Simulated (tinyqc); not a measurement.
What moves the efficiency: defect, radiative and Auger recombination at equal electron and hole densities (ABC model).

J/(e d) = Ae n + B n^2 + C n^3 with Ae = A + 4 S/w (four side walls, carriers spread evenly), e = 1.602176634e-19 C, lengths in cm; internal efficiency IQE = B n^2/(Ae n + B n^2 + C n^3); all injected carriers recombine in the layer.

Parameters, chosen for this exercise (orders of magnitude like those quoted for InP; not measured data):
- A = 7100000 1/s (defect rate)
- B = 1.7e-10 cm^3/s (radiative coefficient)
- C = 1.1e-30 cm^6/s (Auger coefficient)
- S = 0 cm/s (recombination velocity of the side walls)
- w = 83 micrometre (side of the square mesa)
- d = 55 nm (active thickness)
- J = 2400 A/cm^2 (current density)

IQE_max = Q/(Q + 2) with Q = B/sqrt(Ae C), reached at n = sqrt(Ae/C).

One parameter was then changed.

Results before and after:

| case | n (1/cm^3) | IQE | IQE_max | J at the peak (A/cm^2) |
|---|---|---|---|---|
| base | 3.932e+18 | 0.9652 | 0.9682 | 999 |
| changed | 3.232e+18 | 0.9779 | 0.9786 | 1.48e+03 |

Which of these changes was made? (a) B = 2.55e-10 cm^3/s; (b) C = 2.2e-30 cm^6/s; (c) A = 14200000 1/s; (d) d = 110 nm; (e) J = 7200 A/cm^2.

Answer: (a) B = 2.55e-10 cm^3/s. Of the candidates, run in turn, only this one gives the changed row.

All candidates:

| case | n (1/cm^3) | IQE | IQE_max | J at the peak (A/cm^2) |
|---|---|---|---|---|
| base | 3.932e+18 | 0.9652 | 0.9682 | 999 |
| A = 14200000 1/s | 3.912e+18 | 0.9554 | 0.9556 | 2.02e+03 |
| B = 2.55e-10 cm^3/s | 3.232e+18 | 0.9779 | 0.9786 | 1.48e+03 |
| C = 2.2e-30 cm^6/s | 3.886e+18 | 0.9425 | 0.9556 | 506 |
| d = 110 nm | 2.785e+18 | 0.9680 | 0.9682 | 2.00e+03 |
| J = 7200 A/cm^2 | 6.766e+18 | 0.9524 | 0.9682 | 999 |

(tinyqc, `OMP_NUM_THREADS=1 python tinyqc.py 1681929 1681930 out.jsonl`, Intel(R) Xeon(R) Processor @ 2.30GHz, 1 thread, shared host, about 0.01 s.)
